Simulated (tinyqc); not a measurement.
Strain dependence: valley-orbit splitting of a donor ground state, with strain. Computed by tinyqc, a small Python program. Command: `OMP_NUM_THREADS=1 python tinyqc.py 3008096 3008097 out.jsonl valleyorbit walk`. One thread of a shared host (Intel(R) Xeon(R) Processor @ 2.30GHz), about 0.01 s of CPU time with the checks.

The basis is the 1s envelope in each valley; energies are counted from the unstrained conduction-band edge. The strain is e_s (a a^T - 1/3) for the unit stress axis a, so valley j along n_j moves by Xi_u e_s w_j with w_j = (n_j.a)^2 - 1/3: +2/3 for [111], -2/9 for the others.

Inputs (values chosen for the exercise, modelled on donors in germanium):
```
quantity                            value  unit
single-valley binding energy E_0     9.78   meV
central-cell shift Lambda            0.78   meV
coupling Delta_1                     0.33   meV
shear deformation potential Xi_u     16.8    eV
shear strain e_s                  -0.0003     -
```

Valleys: four along <111>. Stress axis: [111].

Method:
- By symmetry: E(A1) = E_0 + Lambda + 3 Delta_1 (one state), E(T2) = E_0 + Lambda - Delta_1 (three), as binding energies.
- H_jj = -(E_0 + Lambda) + Xi_u e_s w_j; H_jk = -Delta_1 between any two valleys.
- The contact hyperfine ratio is A/A_0 = (sum_j c_j)^2/(number of valleys), c_j the valley amplitudes of the ground state; binding from the lowest valley edge.

E(A1) = 11.55 meV

Against strain:
```
e_s       Xi_u e_s (w_max - w_min) (meV)  binding (meV)  gap to next level (meV)    A/A_0
-0.00240                         -35.840         10.569                   35.199  0.26419
-0.00090                         -13.440         10.586                   12.831  0.28957
-0.00030                          -4.480         10.644                    3.987  0.38464
-0.00009                          -1.344         10.884                    1.332  0.74321
0.00009                            1.344         11.372                    1.142  0.93171
0.00030                            4.480         11.283                    1.053  0.83804
0.00090                           13.440         11.243                    1.013  0.78417
0.00240                           35.840         11.229                    0.999  0.76343
```

What does the comparison show, and why?

A/A_0 falls for either sign of strain, to 0.264 and 0.763 at the ends; its limits are the shares of the valleys that end up lowest, 1/4 under compression and 3/4 under tension. Near zero strain A/A_0 changes in second order, the binding in first. The binding energy drops from 11.55 meV to 10.57 and 11.23 meV, since fewer valleys share the valley-orbit gain.

Extremes, crossings and ranges named in words are read from the listed rows.
